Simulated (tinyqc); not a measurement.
Coherent transport through a tight-binding region between two chains, step by step. One step of it, computed by the program tinyqc.

Problem. Transmission at E = -0.46 eV. Surface Green function g = (E - i sqrt(4 t^2 - E^2)) / (2 t^2); self-energy tc^2 g on each contact site; G = (E - H - Sigma)^(-1); Gamma = -2 Im Sigma; T = Gamma_L Gamma_R |G_LR|^2; local density of states -Im G_ii / pi.

H of the central region (eV):
```
           1          2          3          4          5          6
1   0.000000  -1.440000   0.000000   0.000000   0.000000   0.000000
2  -1.440000   0.000000  -1.440000   0.000000   0.000000   0.000000
3   0.000000  -1.440000   0.000000  -0.330000   0.000000   0.000000
4   0.000000   0.000000  -0.330000   0.000000  -1.910000   0.000000
5   0.000000   0.000000   0.000000  -1.910000   0.000000  -1.050000
6   0.000000   0.000000   0.000000   0.000000  -1.050000   0.000000
```

Leads: semi-infinite chains with site energy 0:
```
parameter                           value
lead hopping t (eV)              2.680000
coupling to the left lead (eV)   0.680000
coupling to the right lead (eV)  0.360000
left contact site                       1
right contact site                      6
```

E = -0.460000 eV

Give: g; G; local density of states; transmission.

Solution.

g = -0.0320-0.3718i 1/eV

G (1/eV):
```
                 1                2                3                4
1  -1.0689-0.2111i   0.3388+0.0623i   1.1771+0.2310i   0.1624+0.0499i
2   0.3388+0.0623i   0.1122-0.0212i   0.3915-0.0691i   0.0562-0.0040i
3   1.1771+0.2310i   0.3915-0.0691i  -1.0520-0.2531i  -0.1445-0.0512i
4   0.1624+0.0499i   0.0562-0.0040i  -0.1445-0.0512i  -0.4466-0.0541i
5  -0.1643-0.0279i  -0.0541+0.0110i   0.1470+0.0314i   0.4410-0.0042i
6  -0.3674-0.1031i  -0.1259+0.0120i   0.3272+0.1069i   1.0055+0.0966i

                 5                6
1  -0.1643-0.0279i  -0.3674-0.1031i
2  -0.0541+0.0110i  -0.1259+0.0120i
3   0.1470+0.0314i   0.3272+0.1069i
4   0.4410-0.0042i   1.0055+0.0966i
5   0.0808-0.0064i   0.1856+0.0048i
6   0.1856+0.0048i  -1.7478-0.1737i
```

local density of states (1/eV): 0.0672  0.0067  0.0806  0.0172  0.0020  0.0553

transmission = 0.0048
